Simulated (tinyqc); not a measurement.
Channel length: inversion-layer mobility, back-scattering and ballistic limit of a field-effect transistor. Computed by tinyqc, a small Python program. Command: `OMP_NUM_THREADS=1 python tinyqc.py 3015117 3015118 out.jsonl mos walk`. One thread of a shared host (Intel(R) Xeon(R) Processor @ 2.30GHz), about 0.01 s of CPU time with the checks.

The charge at the top of the source barrier is fixed by the gate; series resistance and short-channel effects are left out. F_j are Fermi integrals normalised to exp(eta) in the classical limit.

Inputs (values chosen for the exercise, modelled on a germanium p-channel):

| quantity | value | unit |
|---|---|---|
| transport mass m | 0.21 | m_0 |
| valley degeneracy g_v | 1 | - |
| weight w of the inversion charge | 0.333 | - |
| permittivity eps | 16 | - |
| phonon mobility at 1 MV/cm and 300 K, mu_ph | 280 | cm^2/(V s) |
| roughness mobility at 1 MV/cm, mu_sr | 240 | cm^2/(V s) |
| Coulomb mobility at N_inv = 1e12/cm^2, mu_C | 330 | cm^2/(V s) |
| electrical oxide thickness t_inv | 3.2 | nm |
| depletion charge N_dep | 3.5e+12 | 1/cm^2 |
| gate overdrive V_G - V_T | 0.57 | V |
| drain voltage V_D | 0.65 | V |
| exponent a of the critical length | 0.79 | - |
| temperature T | 300 | K |

Statistics at the top of the barrier: Fermi-Dirac.

Constants: eps_0 = 8.8541878128e-12 F/m; e = 1.602176634e-19 C; m_0 = 9.1093837015e-31 kg; k_B = 1.380649e-23 J/K; hbar = 1.054571817e-34 J s; k_B = 8.617333262e-05 eV/K.

Method:
- N_inv = 3.9 eps_0 (V_G - V_T)/(e t_inv); effective field E_eff = e (N_dep + w N_inv)/(eps eps_0).
- mu_phonon = mu_ph (E_eff/1 MV/cm)^(-0.3) (T/300 K)^(-1.75); mu_rough = mu_sr (E_eff/1 MV/cm)^(-2); mu_Coulomb = mu_C (N_inv/1e12 cm^-2) (T/300 K); Matthiessen's rule adds 1/mu.
- F_j(eta) = (1/Gamma(j + 1)) int_0^infinity x^j/(1 + exp(x - eta)) dx, F_0 = ln(1 + exp(eta)). Integrals over x = E/(k_B T) use 160 Gauss-Legendre points in u = sqrt(x) from 0 to sqrt(max(eta, 0) + 32).
- Ballistic channel: N_2D = g_v m k_B T/(pi hbar^2), U = e V_D/(k_B T); eta_F solves N_inv = (N_2D/2)[F_0(eta_F) + F_0(eta_F - U)]; v_T = sqrt(2 k_B T/(pi m)); I/W = e (N_2D/2) v_T [F_1/2(eta_F) - F_1/2(eta_F - U)]; injection velocity v_T F_1/2(eta_F)/F_0(eta_F).
- Mean free path lambda = (2 k_B T/e)(mu/v_T) F_0(eta_0)/F_-1/2(eta_0), with eta_0 from N_inv = N_2D F_0(eta_0); critical length l = L (1 + U)^(-a), an empirical rule; back-scattering r = l/(l + lambda). Then eta solves N_inv = (N_2D/2)[(1 + r) F_0(eta) + (1 - r) F_0(eta - U)] and I/W = e (N_2D/2) v_T (1 - r)[F_1/2(eta) - F_1/2(eta - U)].
- The last column is the long-channel law e N_inv mu V/L with V = V_D - V_D^2/(2 V_ov) below pinch-off and V_ov/2 above, V_ov = V_G - V_T.

inversion density N_inv = 3.83909e+12 1/cm^2

effective mobility mu = 200.984 cm^2/(V s)

ballistic current I/W = 1100.67 microampere/micrometre

Currents (microampere/micrometre):

| L (nm) | r | I/W | ballistic ratio | long-channel law |
|---|---|---|---|---|
| 5 | 0.03057 | 1024.9 | 0.93113 | 7046.5 |
| 10 | 0.05932 | 958.6 | 0.87095 | 3523.3 |
| 20 | 0.11199 | 848.5 | 0.77093 | 1761.6 |
| 40 | 0.20143 | 689.3 | 0.62628 | 880.8 |
| 80 | 0.33531 | 500.3 | 0.45456 | 440.4 |
| 160 | 0.50222 | 322.5 | 0.29297 | 220.2 |
| 400 | 0.71610 | 155.7 | 0.14147 | 88.1 |
| 1000 | 0.86312 | 67.8 | 0.06164 | 35.2 |

What follows from these numbers?

The current scales as L^-0.91 at the long end and as L^-0.10 at the short end, where it reaches 93 % of the ballistic 1100. The long-channel law passes the ballistic limit between 20.0 and 40.0 nm and has no meaning below. At 1000 nm the model gives 1.93 times the long-channel law; the rule for l is a fit for short devices and fails wherever the model exceeds that law. Raising mu by 10 % at 20 nm raises I by 2.1 %.

Extremes, crossings and ranges named in words are read from the listed rows.
